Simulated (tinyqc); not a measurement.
From Debye to Thomas-Fermi: static screening by free carriers.

kF = (3 pi^2 n/Mv)^(1/3), EF = c kF^2/m with c = hbar^2/2m0, n in 1/angstrom^3 (1e-24 per 1/cm^3), e2 = e^2/(4 pi eps0). Thomas-Fermi: qTF^2 = 6 pi e2 n/(eps EF). Debye: qD^2 = 4 pi e2 n/(eps kB T).

F_j(eta) = (1/Gamma(j + 1)) integral_0^infinity x^j dx/(1 + exp(x - eta)), which tends to exp(eta) for eta << 0.

At finite T: qs^2 = qD^2 F_-1/2(eta)/F_1/2(eta), where n = Mv N F_1/2(eta) and N = 2 (m kB T/(4 pi c))^(3/2) with c = hbar^2/2m0, in 1/angstrom^3; times 1e24 for 1/cm^3.

Constants: hbar^2/2m0 = 3.80998211 eV angstrom^2; e^2/(4 pi eps0) = 14.39964547 eV angstrom; kB = 8.617333262e-05 eV/K.

Inputs chosen for the exercise (near those of Ge; the results hold for these values, not for the real material):
```
symbol  value   unit  meaning
m       0.2195  m0    mass of one isotropic valley
Mv      4             valleys
eps     16.1          background dielectric constant
T       77      K
```

Screening lengths (angstrom):
```
n (1/cm^3)    eta  Debye  Thomas-Fermi  finite T
4.0e+15     -5.81  384.2         49.63     384.4
3.0e+16     -3.79  140.3         35.48     140.8
1.0e+17     -2.57  76.84         29.03     77.84
5.0e+17     -0.86  34.36         22.20     36.53
2.0e+18      0.92  17.18         17.62     21.09
7.0e+18      3.38  9.184         14.30     14.88
3.0e+19      9.51  4.436         11.22     11.27
8.0e+19     18.40  2.717         9.527     9.538
```

Debye is within 5 % of the finite-T length up to 1e+17 1/cm^3 of the densities listed and Thomas-Fermi from 7e+18 on. The length goes as n^-0.50 at the low end and n^-0.17 at the high end, against the limits -1/2 and -1/6. Both limits give too short a length.

Computed by tinyqc, a small Python program: `OMP_NUM_THREADS=1 python tinyqc.py 1650587 1650588 out.jsonl` (the numbers bound the seed that draws the inputs); one thread of a shared host (Intel(R) Xeon(R) Processor @ 2.30GHz), about 0.01 s for the whole set of steps.
